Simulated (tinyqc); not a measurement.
# Thin film between two gates, subbands and threshold shift from confinement: two studies

Undoped body with a flat potential across it, hard walls, transport along x. One isotropic valley (g = 1, mx = my = mz = me). Non-parabolicity enters the subband edges through E (1 + al E) = gamma, so E = 2 gamma/(1 + sqrt(1 + 4 al gamma)); motion within a subband is taken as parabolic with the band-edge mass. Energies are counted from the bulk band edge.

Values chosen for this exercise; masses close to those of InAs: temperature T = 300 K; mass at the band edge me = 0.0233 m0; non-parabolicity al = 2.6 1/eV; film thickness (along z) t = 7.4 nm; widening of the box by penetration into the insulator dl = 0.2 nm; gate capacitance per area of interface Cg = 3.5 uF/cm^2.

Constants: q = 1.602176634e-19 C, kB = 1.380649e-23 J/K, hbar = 1.054571817e-34 J s, m0 = 9.1093837015e-31 kg, Vt = kB T/q, hbar^2/(2 m0) = 0.0380998212 eV nm^2. Results are converted to the units shown.

Each table varies one quantity; the others keep the values above.

## Confinement against the film thickness

gamma = C (pi k/(t + dl))^2/mz, C = hbar^2/(2 m0). Each subband has N_k = g sqrt(mx my) m0 kB T/(pi hbar^2); without degeneracy n = exp(EF/Vt) sum N_k exp(-E_k/Vt). Classical value Nc times t, Nc = sum over valleys of 2 g (m m0 kB T/(2 pi hbar^2))^1.5 with m = (mx my mz)^(1/3). Threshold shift dVT = Vt ln(classical value/sum N_k exp(-E_k/Vt)). With degeneracy n = sum N_k F((EF - E_k)/Vt), F(x) = ln(1 + exp(x)); gate: Vg = EF + q n/(Cg P), P = 2 (both faces), summed over the 60 lowest subbands at most, with Vg counted from the value that would put EF at the bulk band edge of an empty body. The last two columns are for Vg = 0.4 V; sensitivity d(dVT)/dt by central differences between 0.99 and 1.01 times the value.

Confinement against the film thickness:

| t (nm) | E_1 (meV) | gap to the next edge (meV) | dVT (mV) | sensitivity (mV/nm) | n/P (cm^-2) | share of the lowest subband (%) |
|---|---|---|---|---|---|---|
| 3 | 609.7 | 767.0 | 551.7 | -227.6 | 3.780e7 | 100.0 |
| 3.8 | 459.6 | 608.6 | 407.7 | -142.0 | 1.174e10 | 100.0 |
| 4.8 | 341.8 | 480.8 | 296.0 | -87.60 | 2.472e11 | 100.0 |
| 6.1 | 247.4 | 374.2 | 207.9 | -52.22 | 6.080e11 | 100.0 |
| 7.7 | 177.1 | 290.0 | 143.5 | -30.73 | 8.889e11 | 99.78 |
| 9.8 | 122.4 | 219.4 | 95.10 | -17.09 | 1.184e12 | 91.78 |
| 12 | 88.20 | 170.9 | 66.09 | -10.06 | 1.530e12 | 76.88 |
| 16 | 53.93 | 116.5 | 39.00 | -4.426 | 2.000e12 | 61.91 |
| 20 | 36.15 | 84.32 | 26.29 | -2.246 | 2.405e12 | 51.34 |

Read the table: what changes, and by how much?

As t grows from 3 to 20 nm, E_1 falls from 610 to 36.2 meV and dVT falls from 552 to 26.3 mV. E_1 goes as t^(-1.20) at the thin end (-2 for a parabolic band without penetration); a thickness error of 0.2 nm moves the threshold by 46 mV in the first row and 0.45 mV in the last. The charge per interface area rises from 3.78e7 to 2.41e12 cm^-2. For t = 9.8, 12, 16, 20 the charge in the last two columns would bend the potential across the body noticeably, which is left out.

## Charge and subband filling against gate voltage

Same model as above.

Each subband has N_k = g sqrt(mx my) m0 kB T/(pi hbar^2). Cq = q dn/dEF.

Charge and subband filling against gate voltage:

| Vg (V) | EF - E_1 (eV) | n (cm^-2) | n/P (cm^-2) | share of the lowest subband (%) | Cq/(Cg P) | total C/(Cg P) |
|---|---|---|---|---|---|---|
| 0.04 | -0.1478 | 8.271e8 | 4.135e8 | 100.0 | 7.311e-4 | 7.305e-4 |
| 0.17 | -0.01994 | 9.563e10 | 4.781e10 | 100.0 | 0.07044 | 0.06580 |
| 0.29 | 0.08343 | 8.219e11 | 4.110e11 | 99.99 | 0.2143 | 0.1765 |
| 0.41 | 0.1817 | 1.771e12 | 8.855e11 | 99.87 | 0.2246 | 0.1834 |
| 0.54 | 0.2861 | 2.890e12 | 1.445e12 | 96.37 | 0.2986 | 0.2300 |
| 0.67 | 0.3801 | 4.461e12 | 2.231e12 | 82.93 | 0.4348 | 0.3030 |
| 0.79 | 0.4633 | 6.069e12 | 3.035e12 | 74.30 | 0.4456 | 0.3082 |
| 0.92 | 0.5530 | 7.831e12 | 3.915e12 | 68.73 | 0.4600 | 0.3151 |
| 1.04 | 0.6326 | 9.595e12 | 4.798e12 | 64.17 | 0.5795 | 0.3669 |

What does the comparison show?

EF passes E_1 = 0.188 eV at Vg = 0.192 V. The share of the lowest subband falls from 100 to 64.2 % and the total capacitance rises from 7.31e-4 to 0.367 of Cg P. In the last row 66 % of an added gate voltage goes into raising EF (from the last two rows). For Vg = 0.67, 0.79, 0.92, 1.04 the charge would bend the potential across the body noticeably, which is left out.

Range of the model: Non-parabolicity also makes carriers heavier within each subband, which is left out, so densities of states are understated at high energy.

Numbers from tinyqc (`OMP_NUM_THREADS=1 python tinyqc.py 2350031 2350032 out.jsonl`; about 0.03 s on one thread of a shared Intel Xeon 2.30GHz).
